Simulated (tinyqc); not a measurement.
CIS on RHF in the sto-3g basis, frozen core, for BeH+, spin multiplicity 1, step by step. One step of it, computed by the program tinyqc.

Task: CIS matrix, triplets. A(ia,jb) = (e_a - e_i) d_ij d_ab - (ij|ab).

orbital energies (hartree): MO1 -5.006023, MO2 -0.686902, MO3 -0.257267, MO4 -0.132896, MO5 -0.132896, MO6 0.198484

Two-electron integrals over orbitals (pq|rs), unique and non-zero (hartree); the lowest 1 orbital is frozen and left out:
```
p,q,r,s,(pq|rs)
2,2,2,2,0.490341
3,2,2,2,-0.067729
3,2,3,2,0.047545
3,3,2,2,0.321775
3,3,3,2,0.033163
3,3,3,3,0.448825
4,2,4,2,0.043952
4,3,4,2,0.032726
4,3,4,3,0.050368
4,4,2,2,0.356605
4,4,3,2,0.029088
4,4,3,3,0.392217
4,4,4,4,0.449859
5,2,5,2,0.043952
5,3,5,2,0.032726
5,3,5,3,0.050368
5,4,5,4,0.024249
5,5,2,2,0.356605
5,5,3,2,0.029088
5,5,3,3,0.392217
5,5,4,4,0.401360
5,5,5,5,0.449859
6,2,2,2,0.037409
6,2,3,2,-0.050990
6,2,3,3,-0.021165
6,2,4,4,-0.064441
6,2,5,5,-0.064441
6,2,6,2,0.121101
6,3,2,2,-0.056350
6,3,3,2,0.042195
6,3,3,3,0.055774
6,3,4,4,0.026689
6,3,5,5,0.026689
6,3,6,2,-0.054566
6,3,6,3,0.058862
6,4,4,2,-0.027898
6,4,4,3,-0.011159
6,4,6,4,0.024201
6,5,5,2,-0.027898
6,5,5,3,-0.011159
6,5,6,5,0.024201
6,6,2,2,0.493565
6,6,3,2,-0.069807
6,6,3,3,0.349121
6,6,4,4,0.360116
6,6,5,5,0.360116
6,6,6,2,0.067554
6,6,6,3,-0.059462
6,6,6,6,0.533216
```

Give: CIS matrix A, triplet.

Result:

CIS matrix A, triplet (hartree), lower triangle:
```
,2>3,2>4,2>5,2>6
2>3,0.1079
2>4,0.0000,0.1974
2>5,0.0000,0.0000,0.1974
2>6,0.0564,0.0000,0.0000,0.3918
```
